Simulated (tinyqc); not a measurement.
Worked calculation: Pariser-Parr-Pople SCF with singles CI, for the molecule [CH2+]c1ccccc1 (SMILES; centres numbered as the heavy atoms are written). One step of it, computed by the program tinyqc.

Question. Singles CI, triplets. Over the 9 single excitations with the smallest orbital gaps: A = (e_a - e_i) delta - (ij|ab), with (pq|rs) = sum c_mp c_mq gamma_mn c_nr c_ns.

orbital energies (eV): -20.646591  -17.599118  -16.783240  -8.798139  -5.214982  -4.863897  -2.044386

coefficients:
```
         MO1        MO2        MO3        MO4        MO5        MO6        MO7
1C  0.312084  -0.381523   0.000000   0.724787   0.000000  -0.452189   0.165082
2C  0.584181  -0.467408   0.000000  -0.071278   0.000000   0.550705  -0.363188
3C  0.390792  -0.003811   0.506852  -0.392197  -0.493053  -0.215790   0.383254
4C  0.303171   0.407651   0.493053   0.023597   0.506852  -0.251050  -0.422286
5C  0.268466   0.550983   0.000000   0.401063   0.000000   0.522558   0.436378
6C  0.303171   0.407651  -0.493053   0.023597  -0.506852  -0.251050  -0.422286
7C  0.390792  -0.003811  -0.506852  -0.392197   0.493053  -0.215790   0.383254
```

repulsion gamma_rs (eV), lower triangle:
```
           1C         2C         3C         4C         5C         6C         7C
1C  11.130000
2C   7.553862  11.130000
3C   5.239602   7.554960  11.130000
4C   3.670230   5.239602   7.553862  11.130000
5C   3.276555   4.668463   5.239602   7.554960  11.130000
6C   3.670230   5.239602   4.669500   5.240702   7.554960  11.130000
7C   5.239602   7.554960   5.240702   4.669500   5.239602   7.553862  11.130000
```

Give: triplet CI matrix; triplet excitation energies.

Answer.

triplet CI matrix (eV), lower triangle:
```
         3>4      2>4      3>5      1>4      3>6      2>5     2>6     3>7
3>4   2.3611
2>4   0.0000   2.8333
3>5   0.0000  -0.2480   4.4205
1>4   0.0000   0.9013  -0.6526   5.4590
3>6  -0.7450   0.0000   0.0000   0.0000   5.7501
2>5  -0.2480   0.0000   0.0000   0.0000   0.1789   6.0108
2>6   0.0000  -0.4301   0.1789  -1.0341   0.0000   0.0000  6.1619
3>7   0.4834   0.0000   0.0000   0.0000  -0.1539   0.7191  0.0000  7.9090
1>5  -0.6526   0.0000   0.0000   0.0000   0.0295  -0.4379  0.0000  1.2252

        1>5
1>5  8.8701
```

triplet excitation energies (eV): 2.0620  2.5490  4.0710  5.0429  5.4014  6.1149  7.2117  7.6064  9.7164
